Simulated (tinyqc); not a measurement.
MOSFET in the linear regime without short-channel effects, parameter extraction from computed curves: one step of the calculation.

Inversion charge Q = Cox n Vt W0(exp((Vg - VT)/(n Vt))), W0 the Lambert function and n = nf; u = Q/Cox; mobility mu = mu0/(1 + th1 u + th2 u^2); channel resistance Rch = (L - dL)/(W mu Q); Id = Vd/(Rch + Rsd/W). Cox = eps0 eox/tox. Small Vd, no channel-length or drain effects.

Question. The Y function. Y_i = Id_i/sqrt(gm_i). For Id = beta Vd x/(1 + th x), x = Vg - VT, Y = sqrt(beta Vd) x whatever th. Slope s from points 4 and 7; VT_Y = Vg - Y/s at point 7; beta = s^2/Vd; mobility beta L/(W Cox) with the drawn L; th* = (beta Vd x/Id - 1)/x at point 7.

Inputs (values chosen for the exercise); channel values of the order met in silicon transistors:

| symbol | value | unit | meaning |
|---|---|---|---|
| eox | 3.9 |  | relative permittivity of the gate insulator (close to silicon dioxide) |
| tox | 3.1 | nm | insulator thickness |
| mu0 | 220 | cm^2/(V s) | low-field mobility |
| th2 | 0 | 1/V^2 | second mobility attenuation factor |
| W | 1 | um | gate width |
| L | 0.16 | um | drawn gate length |
| dL | 0.014 | um | drawn less effective length |
| Vd | 0.05 | V | drain voltage |

Constants: eps0 = 8.8541878128e-14 F/cm where lengths are in cm. Results are converted to the units shown.

```
point	Vg (V)	Id (uA)
0	0.15	0.014896444
1	0.23	0.18353311
2	0.31	1.4444680
3	0.39	4.6584138
4	0.47	8.6457952
5	0.55	12.565108
6	0.63	16.169643
7	0.71	19.415543
8	0.79	22.320795
```

gm, point 1 to 7 (uS): 8.9348222  27.968005  45.008295  49.416841  47.024048  42.815217  38.444699

Give: Y; s; VT_Y; beta; mobility from Y; th*.

Answer.

Y, point 1 to 7 (uA^0.5 V^0.5): 0.06140  0.2731  0.6944  1.230  1.832  2.471  3.131
s = 7.923 uA^0.5 V^-0.5
VT_Y = 0.3148 V
beta = 1255 uA/V^2
mobility from Y = 180.3 cm^2/(V s)
th* = 0.7028 1/V

The mobility from Y is 25 % below mu0 L/(L - dL) = 241 cm^2/(V s), which it should reach in deep inversion when th2 = 0.

Numbers from tinyqc (`OMP_NUM_THREADS=1 python tinyqc.py 2210053 2210054 out.jsonl`; about 0.01 s on one thread of a shared Intel Xeon 2.30GHz).
